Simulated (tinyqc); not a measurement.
Donor or exciton in a quantum well (variational effective-mass method). From binding energy back to electron mass m. Computed by tinyqc, a small Python program. Command: `OMP_NUM_THREADS=1 python tinyqc.py 3001159 3001160 out.jsonl welldonor inv`. One thread of a shared host (Intel(R) Xeon(R) Processor @ 2.30GHz), about 0.1 s of CPU time with the checks.

Electron and hole in their lowest subbands f(z) = cos(pi z/L); relative in-plane motion exp(-rho/lambda) (separable trial function), H = -nabla_rho^2 - 2/sqrt(rho^2 + (z_e - z_h)^2) in effective units. Mass and screening are the same in well and barrier; l = L/a* is the width in effective units. Bands are flat: no polarisation or applied field.

Inputs (values chosen for the exercise, modelled on InP): dielectric constant eps = 12.3; well width L = 30 nm; in-plane hole mass m_h = 0.252 m_0.

Centre: exciton. Barriers: infinite.

Constants: Ry = 13.605693123 eV; a_0 = 0.529177210903 angstrom.

Method:
- mu = m m_h/(m + m_h) takes the place of m; Ry* = Ry m/eps^2, a* = a_0 eps/m; l = L/a*.
- k = pi/l; f = cos(k z) inside and zero outside.
- Binding E_b(lambda) = -1/lambda^2 + (8/lambda^2) int_0^l P(z) g(z) dz, with P(z) = (2/l) [(1 - z/l)(1 + cos(2 pi z/l)/2) + (3/(4 pi)) sin(2 pi z/l)] the distribution of |z_e - z_h| and g(z) = int_z^infinity exp(-2 sqrt(r^2 - z^2)/lambda) dr = int_0^infinity exp(-2 rho/lambda) rho/sqrt(rho^2 + z^2) d rho; 40 Gauss-Legendre points in z and 40 in t with rho = lambda t/(1 - t).
- Golden-section search for the maximum over lambda from 0.3 to 4, 40 steps.

Question. A run gave the result below. Find the electron mass m, known to lie between 0.079 and 0.15 m_0.

binding energy = 7.438123 meV

Answer.

Each step takes the trial c = (a f_b - b f_a)/(f_b - f_a), f being the result less the target and a, b, c the logarithms of the listed values; c replaces end b, the old b replaces a if the sign of f changed, and otherwise f_a is halved.

Scan of the range:
```
electron mass m (m_0)  binding energy (meV)
0.0790                              7.16209
0.0879                              7.45366
0.0978                              7.74317
0.1090                              8.03422
0.1210                              8.31068
0.1350                              8.59540
0.1500                              8.86355
```

False position (Illinois rule, in the logarithm of the input) inside the bracket:
```
step      end a      end b      trial  binding energy (meV)
1     0.0790000  0.0879000  0.0874013               7.43816
2     0.0790000  0.0874013  0.0873987               7.43808
3     0.0874013  0.0873987  0.0874000               7.43812
```

Binding energy rises at every point of a 13-point scan of the range (every second point is shown), so one value fits; it is bracketed by 0.0790 and 0.0879. Answer: electron mass m = 0.08740 m_0.

Caution: beyond about two Bohr radii the separable trial function begins to underestimate the binding, and in still wider wells it drops below the bulk value instead of tending to it.
